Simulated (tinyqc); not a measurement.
Global model of a low-pressure process discharge: electron temperature, density, ion flux and ion energy: one step, computed by the program tinyqc. Command: `OMP_NUM_THREADS=1 python tinyqc.py 3110168 3110169 out.jsonl plasma walk`. One thread of a shared host (Intel(R) Xeon(R) Processor @ 2.30GHz), about 0.01 s of CPU time with the checks.

Maxwellian electrons with temperature T_e in eV, one positive ion, no negative ions, uniform bulk density n; rate constants have the Arrhenius form.

Problem. Energy per pair and density. E_c = E_iz + (X0 exp(-E_ex/T_e) E_ex + K_el (3 m_0/M) T_e)/K_iz; wall potential V_s = (T_e/2) ln(M/(2 pi m_0)); E_T = E_c + 2 T_e + T_e/2 + V_s; n = P/(e u_B A_eff E_T); ion current density J = e h_L n u_B; ionised share n/n_g.

Inputs (values chosen for the exercise, of the order of those of an inductive discharge in a simple atomic gas):
```
quantity,value,unit
ion mass M,40,u
ionisation energy E_iz,12.2,eV
excitation prefactor X0,5.2e-15,m^3/s
excitation energy E_ex,11.4,eV
elastic rate constant K_el,7.2e-14,m^3/s
gas temperature T_g,500,K
radius R,18,cm
height L,16,cm
absorbed power P,1700,W
```

T_e = 1.700606 eV

K_iz = 1.915791e-17 m^3/s

Bohm velocity u_B = 2025.361 m/s

A_eff = 490.9418 cm^2

h_L = 0.1543491

gas density n_g = 3.186907e+20 1/m^3

Constants: m_0 = 9.1093837015e-31 kg; u = 1.6605390666e-27 kg; e = 1.602176634e-19 C.

Give: collisional loss per pair E_c; wall potential V_s; E_T; plasma density n; ion current density J; ionised share.

Solution.

collisional loss per pair E_c = 16.258 eV

wall potential V_s = 7.9581 V

E_T = 28.468 eV

plasma density n = 3.7484e+12 1/cm^3

ion current density J = 18.774 mA/cm^2

ionised share = 0.011762

Collisions take 57 % of the power and the walls the rest. T_e came from the particle balance alone; the power sets only n. Caution: at so short an ion path the formulas for h_L and h_R give way to the ambipolar-diffusion limit.
